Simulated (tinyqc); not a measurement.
# Inputs raised by 5 %, one at a time

Model: velocity overshoot from momentum and energy balance equations after a field step. Computed by tinyqc, a small Python program. Command: `OMP_NUM_THREADS=1 python tinyqc.py 3017028 3017029 out.jsonl overshoot sens`. One thread of a shared host (Intel(R) Xeon(R) Processor @ 2.30GHz), about 0.05 s of CPU time with the checks.

At t = 0 the field jumps from 0 to F in a uniform sample. v is the drift velocity and u = w - (3/2) k_B T the excess energy per carrier.

Inputs (values chosen for the exercise, modelled on electrons in silicon except for tau_E):
```
quantity                      value        unit
effective mass m               0.26         m_0
low-field mobility mu_0        1400  cm^2/(V s)
saturation velocity v_s        0.98    1e7 cm/s
energy relaxation time tau_E   0.78          ps
field after the step F           25       kV/cm
lattice temperature T           300           K
time step dt                    5.7          fs
```

Scheme: explicit Euler.

Constants: m_0 = 9.1093837015e-31 kg; e = 1.602176634e-19 C; k_B = 8.617333262e-05 eV/K.

Method:
- dv/dt = e F/m - v/tau_m(u), du/dt = e F v - u/tau_E, tau_m(u) = tau_0/(1 + c u), tau_0 = m mu_0/e, c = mu_0/(e tau_E v_s^2); this choice gives the steady state v (1 + mu_0 F v/v_s^2) = mu_0 F, which saturates at v_s. Steady velocity v = 2 mu_0 F/(1 + sqrt(1 + 4 (mu_0 F/v_s)^2)); u = e F v tau_E; carrier temperature T + 2u/(3 k_B), neglecting the drift energy m v^2/2.
- Step: v_new = v + dt (e F/m - v/tau_m(u)), u_new = u + dt (e F v - u/tau_E). Start v = u = 0; the distance adds dt (v + v_new)/2.
- Run to 8 times the larger of tau_E and tau_0, but at most 20001 steps, and stop early if |v| > 1000 v_s or u < -1/(2c); the run is accepted if the last v is within 0.5 % of the steady value.

Runs; columns: (1) input moved; (2) from; (3) to; (4) peak velocity (1e7 cm/s); (5) peak over steady velocity; (6) steady velocity (1e7 cm/s); (7) steady carrier temperature (K):
```
(1)                                    (2)    (3)     (4)     (5)      (6)     (7)
base run                                 -      -  1.7532  2.0569  0.85236  1585.9
effective mass m (m_0)                0.26  0.273  1.7342  2.0345  0.85236  1585.9
low-field mobility mu_0 (cm^2/(V s))  1400   1470  1.7816  2.0765  0.85801  1594.4
saturation velocity v_s (1e7 cm/s)    0.98  1.029  1.7910  2.0151  0.88880  1640.8
energy relaxation time tau_E (ps)     0.78  0.819  1.7707  2.0774  0.85236  1650.1
field after the step F (kV/cm)          25  26.25  1.8014  2.0995  0.85801  1659.1
```

Exponents ln(y'/y) / ln(x'/x):
```
input                         peak velocity  peak over steady velocity  steady velocity  steady carrier temperature
effective mass m                     -0.224                     -0.224            0.000                       0.000
low-field mobility mu_0               0.330                      0.195            0.135                       0.110
saturation velocity v_s               0.438                     -0.420            0.858                       0.698
energy relaxation time tau_E          0.204                      0.204            0.000                       0.815
field after the step F                0.556                      0.421            0.135                       0.925
```

Among the inputs moved here: peak velocity answers most in size to field after the step F (exponent +0.556), next to saturation velocity v_s (+0.438). Peak over steady velocity answers most in size to field after the step F (exponent +0.421), and about equally to saturation velocity v_s (-0.420). Steady velocity answers most in size to saturation velocity v_s (exponent +0.858), next to low-field mobility mu_0 (+0.135); its exponent is below 0.0005 for effective mass m, energy relaxation time tau_E. Its exponent 0.000 in energy relaxation time tau_E: c is tied to tau_E so that the steady curve is fixed. Steady carrier temperature answers most in size to field after the step F (exponent +0.925), next to energy relaxation time tau_E (+0.815); its exponent is below 0.0005 for effective mass m.

Extremes, crossings and ranges named in words are read from the listed rows.
